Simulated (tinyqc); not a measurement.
From results back to parameters: Bethe-Salpeter matrix of a two-band chain (Tamm-Dancoff form). Two cases, with inputs chosen for the exercise.

Problem. Free pairs form the band Eg + 2t (1 - cos k). An infinite chain with attraction U in the same cell only has a bound pair with binding Eb = S - 2t and weight f = U/S at R = 0, where S = sqrt(4 t^2 + U^2). Both were computed from hidden U and t.

Find: S; U; t.

Method. 2t = S sqrt(1 - f^2), so S = Eb/(1 - sqrt(1 - f^2)) and U = f S.

Case 1.

Eb = 0.733189 eV
f = 0.661396

Solution.

S = 2.933 eV
U = 1.94 eV
t = 1.10 eV

Case 2.

Eb = 0.374017 eV
f = 0.596616

Solution.

S = 1.894 eV
U = 1.13 eV
t = 0.76 eV

Computed by tinyqc, one run a case: `OMP_NUM_THREADS=1 python tinyqc.py N N+1 out.jsonl` with N = 1282408, 1282505; one thread of a shared Intel(R) Xeon(R) Processor @ 2.30GHz, about 0.2 s a run at most.
